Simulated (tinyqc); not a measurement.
# Worked calculation: gated graphene, quantum capacitance

Program tinyqc, `OMP_NUM_THREADS=1 python tinyqc.py 2200140 2200141 out.jsonl`; Intel Xeon 2.30GHz, shared host, one thread, about 0.01 s. Printed values are rounded.

phi is the Fermi level above the Dirac point, in volts; Vg is counted from the gate voltage of charge neutrality. Ideal linear bands, no charge puddles.

Values chosen for this exercise; values close to those of graphene:

| symbol | value | unit | meaning |
|---|---|---|---|
| T | 300 | K | temperature |
| eox | 3.9 |  | relative permittivity of the gate insulator (close to silicon dioxide) |
| tox | 5.6 | nm | insulator thickness |
| vF | 9.84e5 | m/s | Fermi velocity |
| Dit | 0 | cm^-2 eV^-1 | density of traps |
| Vg | -0.83 | V | gate voltage |

Constants: q = 1.602176634e-19 C, kB = 1.380649e-23 J/K, hbar = 1.054571817e-34 J s, Vt = kB T/q, eps0 = 8.8541878128e-14 F/cm where lengths are in cm. Results are converted to the units shown.

## Gate capacitance

Cox = eps0 eox/tox.

Cox = 0.6166309 uF/cm^2

## Starting value

phi = Vg.

phi at the start = -0.83 V

## Iteration 1: new phi

N0 = (2/pi)(kB T/(hbar vF))^2; n = N0 F1(phi/Vt), p = N0 F1(-phi/Vt), F1(e) = int_0^infinity u du/(1 + exp(u - e)) = -Li2(-exp(e)); Cq = q d(n - p)/dphi = (q N0/Vt) ln[2 (1 + cosh(phi/Vt))]. Newton: f = phi + q (n - p + Dit phi)/Cox - Vg, phi(new) = phi - f/(1 + (Cq + q Dit)/Cox).

n = 0.001155475 cm^-2
p = 5.244070e13 cm^-2
Cq = 20.18119 uF/cm^2
f = -13.62553 V
phi after iteration 1 = -0.4260190 V

## Iteration 2: new phi

As before.

n = 7068.745 cm^-2
p = 1.393850e13 cm^-2
Cq = 10.35852 uF/cm^2
f = -3.217624 V
phi after iteration 2 = -0.2452391 V

## Course of the iteration

Stop when the step is below 1e-10 V, or after 40 iterations.

Course of the iteration:

| iteration | phi before the step (V) | step (V) |
|---|---|---|
| 1 | -0.83 | 0.404 |
| 2 | -0.4260190 | 0.181 |
| 3 | -0.2452391 | 0.0604 |
| 4 | -0.1848534 | 8.67e-3 |
| 5 | -0.1761853 | 1.86e-4 |
| 6 | -0.1759993 | 8.57e-8 |
| 7 | -0.1759992 | < 1e-13 |

Converged in 7 iterations.

## Charge and capacitances at the solution

converged phi = -0.1759992 V

N0 = (2/pi)(kB T/(hbar vF))^2; n = N0 F1(phi/Vt), p = N0 F1(-phi/Vt), F1(e) = int_0^infinity u du/(1 + exp(u - e)) = -Li2(-exp(e)); Cq = q d(n - p)/dphi = (q N0/Vt) ln[2 (1 + cosh(phi/Vt))]. 1/C_G = 1/Cox + 1/(Cq + q Dit); dphi/dVg = Cox/(Cox + Cq + q Dit).

n - p = -2.517058e12 cm^-2
Cq = 4.280755 uF/cm^2
C_G = 0.5389908 uF/cm^2
dphi/dVg = 0.1259102

Cq is 6.94 times Cox, so C_G is 87.4 % of Cox; 21.2 % of the gate voltage has gone into phi.
